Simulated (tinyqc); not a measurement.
Frequency dispersion of an accumulation capacitance by border traps, distributed model: capacitance and loss against frequency.

Traps spread evenly through the insulator exchange electrons with the semiconductor by tunnelling, with tau(x) = t0 exp(2 ka x) at depth x from the interface. The admittance per area Y seen at depth x obeys dY/dx = -Y^2/(i w eps0 eox) + q Nb ln(1 + i w tau)/tau, with Y(0) = i w Cs and w = 2 pi f; the gate sees Y(tox) = G + i w C. Working variable y = Y/(i w), in uF/cm^2. Cox = eps0 eox/tox.

Cox; trap-free value 1/(1/Cox + 1/Cs); response depth d = ln(1/(w t0))/(2 ka), where w tau = 1; lumped estimate: all traps within d act as C_bt = q Nb d placed at d/2, so C = 1/{1/[1/(1/Cs + d/(2 eps0 eox)) + C_bt] + (tox - d/2)/(eps0 eox)}. C and G from a fine integration; dispersion -d C/d log10 f over C, from f times and over 1.1. For a broad spread of time constants G/w is close to -(pi/2) dC/d ln w.

Inputs (values chosen for the exercise); permittivity close to that of aluminium oxide:
- eox = 8.08 (relative permittivity of the insulator)
- tox = 4.4 nm (insulator thickness)
- Cs = 3.6 uF/cm^2 (semiconductor capacitance in accumulation)
- Nb = 1.3e19 cm^-3 eV^-1 (density of border traps)
- ka = 5.6 1/nm (decay constant of the wave function in the insulator)
- t0 = 2e-11 s (time constant of a trap at the interface)

Constants: q = 1.602176634e-19 C, eps0 = 8.8541878128e-14 F/cm where lengths are in cm. Results are converted to the units shown.

The same in every row: trap-free C (uF/cm^2) = 1.120.

Results:
```
f (Hz)  d (nm)  C (uF/cm^2)  G/w (uF/cm^2)  dispersion (% a decade)  -(pi/2) dC/d ln w (uF/cm^2)  lumped C (uF/cm^2)
10       1.830        1.203       0.009954                    1.212                     0.009945               1.193
100      1.624        1.189       0.008978                    1.106                     0.008969               1.181
1000     1.419        1.177       0.008060                    1.003                     0.008052               1.170
1e5      1.008        1.155       0.006383                   0.8089                     0.006375               1.151
1e6     0.8020        1.147       0.005619                   0.7174                     0.005612               1.143
1e7     0.5964        1.139       0.004901                   0.6300                     0.004895               1.136
```

Estimate the missing row, f = 10000 Hz.

Computed row:
```
f (Hz)  d (nm)  C (uF/cm^2)  G/w (uF/cm^2)  dispersion (% a decade)  -(pi/2) dC/d ln w (uF/cm^2)  lumped C (uF/cm^2)
10000    1.213        1.165       0.007196                   0.9042                     0.007188               1.160
```

With this row back in the table: C falls from 1.203 to 1.139 uF/cm^2, towards the trap-free 1.120; each decade of frequency removes ln 10/(2 ka) = 0.206 nm from the response depth. The dispersion falls from 1.21 to 0.630 % a decade and G/w falls from 0.00995 to 0.00490 uF/cm^2. G/w stays at 1.00 times -(pi/2) dC/d ln w, the relation for a broad spread of time constants.

Computed by the program tinyqc: `OMP_NUM_THREADS=1 python tinyqc.py 2202167 2202168 out.jsonl`, one thread of a shared Intel Xeon 2.30GHz, about 0.4 s for the whole run.
